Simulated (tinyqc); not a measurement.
# Octagonal on-chip spiral inductor, lumped pi model: quality factor against frequency

Outer diameter do = di + 2 n wd + 2 (n - 1) sp, mean da = (do + di)/2, fill p = (do - di)/(do + di), length l = 3.314 n da. L = 2.25 mu0 n^2 da/(1 + 3.55 p), mu0 = 4 pi 1e-7 H/m. Rs = rho l/(wd delta (1 - exp(-th/delta))), delta = sqrt(rho/(pi f mu0)). Cs = n wd^2 eps0 eo/hu across the coil. At each end Cox = l wd eps0 eo/(2 ho) leads to the substrate branch Rsi = 2 rs he/(l wd) in parallel with Csi = l wd eps0 11.7/(2 he). With one end grounded Y = 1/(Rs + i w L) + i w Cs + 1/[1/(i w Cox) + 1/(1/Rsi + i w Csi)], w = 2 pi f; Q = -Im Y/Re Y. Eddy currents in neighbouring turns and in the substrate are left out.

Apparent inductance Im(1/Y)/w; share of the loss Re(substrate branch)/Re Y.

Parameters, values chosen for the exercise; values of the order met in silicon radio-frequency processes: number of turns n = 3.5; line width wd = 4 um; space between turns sp = 1.5 um; inner diameter di = 140 um; metal thickness th = 4 um; metal resistivity rho = 3 uohm cm; oxide below the coil ho = 5.5 um; oxide between coil and underpass hu = 0.9 um; relative permittivity of the oxide eo = 3.9; substrate resistivity rs = 100 ohm cm; effective spreading depth in the substrate he = 30 um.

Constants: eps0 = 8.8541878128e-12 F/m. Results are converted to the units shown.

Quality factor against frequency:
```
f (GHz),Rs (ohm),w L/Rs,Q,apparent inductance (nH),loss in the substrate (%)
0.42,5.293,1.947,1.944,3.905,0.04792
0.68,5.883,2.835,2.827,3.907,0.1641
1.1,6.679,4.040,4.011,3.911,0.4694
1.8,7.791,5.668,5.567,3.923,1.186
3,9.382,7.844,7.508,3.959,2.803
4.9,11.48,10.47,9.457,4.055,5.987
8,14.32,13.71,10.82,4.338,12.02
13,18.05,17.67,10.03,5.312,22.27
21,22.84,22.55,4.221,12.44,37.13
```

Q goes from 1.94 through a maximum of 10.8 (at f = 8 GHz among the rows listed) to 4.22; the exact peak is 10.9 at 9.15 GHz and Q reaches zero at the self-resonance, 25.1 GHz. The share of the substrate rises from 0.0479 to 37.1 %, and the apparent inductance ends at 3.19 times L. At the peak the substrate takes 14.4 % of the loss. For f = 13, 21 the coil is longer than 0.15 of a wavelength in the oxide, where one lumped section is rough.

Program tinyqc, `OMP_NUM_THREADS=1 python tinyqc.py 2302244 2302245 out.jsonl`; Intel Xeon 2.30GHz, shared host, one thread, about 0.01 s.
